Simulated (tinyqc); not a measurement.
What each parameter does: strain-driven crossing of the Gamma and L valleys in a germanium-like crystal.

Biaxial loads: e0 is the in-plane strain e_par and the normal is free. (001): e_perp = -2 (C12/C11) e_par; exx = eyy = e_par, ezz = e_perp, no shear. (111): e_perp = -(2 C11 + 4 C12 - 4 C44)/(C11 + 2 C12 + 4 C44) e_par; exx = eyy = ezz = (2 e_par + e_perp)/3 and exy = eyz = ezx = (e_perp - e_par)/3. (110): e_perp = -(C11 + 3 C12 - 2 C44)/(C11 + C12 + 2 C44) e_par; exx = eyy = (e_par + e_perp)/2, ezz = e_par, exy = (e_perp - e_par)/2, eyz = ezx = 0. Uniaxial loads: a stress along n, scaled so that n.e.n = e0, with exx = s11 sxx + s12 (syy + szz), exy = s44 sxy/2, s11 = (C11 + C12)/((C11 - C12)(C11 + 2 C12)), s12 = -C12/((C11 - C12)(C11 + 2 C12)), s44 = 1/C44.

Edges from the unstrained valence top: Gamma at Eg + ac tr(e); an L valley with unit axis u at EgL + aL tr(e) + XuL (u.e.u - tr(e)/3), u along [111], [1-1-1], [-11-1], [-1-11]; valence edges are the levels of the 6 x 6 matrix of X, Y, Z times spin with -Dso/3 + l exx + m (eyy + ezz) on the diagonal (cyclic), n exy off it, l = av + 2 b, m = av - b, n = sqrt(3) d. Spin-orbit term (Dso/3) L.sigma on X, Y, Z with (L_k)_ij = -i epsilon_kij: <X+|H|Y+> = -i Dso/3, <X+|H|Z-> = Dso/3, <Y+|H|Z-> = -i Dso/3, <Z+|H|X-> = -Dso/3, <Z+|H|Y-> = i Dso/3, <X-|H|Y-> = i Dso/3, and their conjugates; + and - are the spin along z.

Parameters, chosen for this exercise (near those of Ge, gaps at low temperature; the results hold for these values, not for the real material):
- Eg = 0.91 eV (gap at Gamma to the s-like level)
- EgL = 0.757 eV (gap to L)
- Dso = 0.288 eV (spin-orbit splitting)
- ac = -8.33 eV (conduction deformation potential)
- av = 1.22 eV (valence hydrostatic potential)
- b = -2.54 eV (tetragonal shear potential)
- d = -5.32 eV (trigonal shear potential)
- aL = -1.66 eV (hydrostatic potential of the L edge, Xd + Xu/3)
- XuL = 16.82 eV (uniaxial potential, L)
- C11 = 126.2 GPa
- C12 = 47.8 GPa
- C44 = 66.2 GPa
- load = uniaxial [110] (kind of strain)
- e0 = 0.0101 (size of the strain)

Direct gap, Gamma minus the lowest L edge and the valence splitting.

Results for these values:
```
case,direct gap (eV),Gamma - L (meV),valence splitting (meV)
base,0.8156,169.7,62.0
```

What happens to each result for XuL = 14.297 eV, all else kept?

Answer: direct gap does not change at the printed digits; Gamma - L falls from 169.7 to 161.1; valence splitting does not change at the printed digits.

The same for each parameter in turn:
```
case,direct gap (eV),Gamma - L (meV),valence splitting (meV)
base,0.8156,169.7,62.0
XuL = 14.297 eV,0.8156,161.1,62.0
d = -6.118 eV,0.8126,169.7,66.0
C12 = 40.63 GPa,0.8119,167.0,60.3
ac = -7.0805 eV,0.8233,177.4,62.0
C44 = 76.13 GPa,0.8114,162.9,62.4
b = -2.159 eV,0.8180,169.7,58.3
e0 = 0.01161,0.8014,172.2,69.7
```

Run: tinyqc, `OMP_NUM_THREADS=1 python tinyqc.py 1080967 1080968 out.jsonl`; Intel(R) Xeon(R) Processor @ 2.30GHz, one thread, shared host; about 0.01 s of CPU time with all checks.
